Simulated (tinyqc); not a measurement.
Kinetic Monte Carlo and master equation for a particle on a ring of sites with traps and bias: one step, computed by the program tinyqc.

8 sites on a ring, numbered 1 to 8. The saddle between i and i+1 lies at E0 + s b_i and site i at s eps_i; a force F tilts the landscape, with the saddle half-way.

Question. Steady state. Master equation dP/dt = W P, W_(i+1,i) = k right, W_(i-1,i) = k left, columns summing to zero. The steady state is its null vector; drift v = a sum P_i (k right - k left). D = a^2 lambda''(0)/2, where lambda(q) is the leading eigenvalue of W with right hops weighted by exp(q) and left hops by exp(-q). The slowest relaxation rate is minus the real part of the next eigenvalue of W. 1 angstrom = 1e-8 cm.

Inputs (values chosen for the exercise, for a model defect): temperature T = 470 K; site spacing a = 3.3 angstrom.

Disorder: random barriers.

Rates, shares of right hops and mean stays:
```
site  k right (1/s)  k left (1/s)  share right  mean stay (s)
1      6.314748e+06  4.908876e+06    0.5626300   8.909778e-08
2      1.292174e+07  4.558409e+06    0.7392237   5.720775e-08
3      3.143016e+07  9.327781e+06    0.7711420   2.453510e-08
4      6.925967e+07  2.268840e+07    0.7532477   1.087570e-08
5      1.826565e+07  4.999628e+07    0.2675818   1.464945e-08
6      5.149976e+07  1.318537e+07    0.7961607   1.545950e-08
7      6.757056e+07  3.717599e+07    0.6450863   9.546854e-09
8      6.800249e+06  4.877697e+07    0.1223568   1.799298e-08
```

Constants: k_B = 8.617333262e-05 eV/K.

Give: occupations P_i; drift velocity v; diffusivity D; slowest relaxation rate.

Answer.

occupations P_i: [0.15768, 0.10065, 0.08186, 0.08974, 0.11358, 0.11662, 0.14711, 0.19278]

drift velocity v = 0.14175 cm/s

diffusivity D = 1.5643e-08 cm^2/s

slowest relaxation rate = 8.8493e+06 1/s
